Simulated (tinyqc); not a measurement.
Worked calculation: Luttinger-Kohn k.p, four valence bands. One step of it, computed by the program tinyqc.

Question. Bloch Hamiltonian at k. P = c g1 k^2, Q = c g2 (kx^2 + ky^2 - 2 kz^2), R = c sqrt3 [-g2 (kx^2 - ky^2) + 2i g3 kx ky], S = 2 c sqrt3 g3 (kx - i ky) kz, c = hbar^2/2m = 3.809982 eV angstrom^2; rows [P+Q, -S, R, 0], [-S*, P-Q, 0, R], [R*, 0, P-Q, S], [0, R*, S*, P+Q]. The path ends lie at |k| = 0.07 1/angstrom.

Luttinger parameters chosen for this model; energies are counted downward from the top of the valence band:
```
parameter,value,unit
g1,13.700000,
g2,4.070000,
g3,4.840000,
```

k point k (1/angstrom): 0.036000  -0.034000  0.012000

Give: H(k) at k.

Answer.

H(k) at k (eV), lower triangle (Hermitian):
```
,3/2,1/2,-1/2,-3/2
3/2,0.1691
1/2,-0.0276+0.0261i,0.1019
-1/2,-0.0038+0.0782i,0.0000,0.1019
-3/2,0.0000,-0.0038+0.0782i,0.0276-0.0261i,0.1691
```
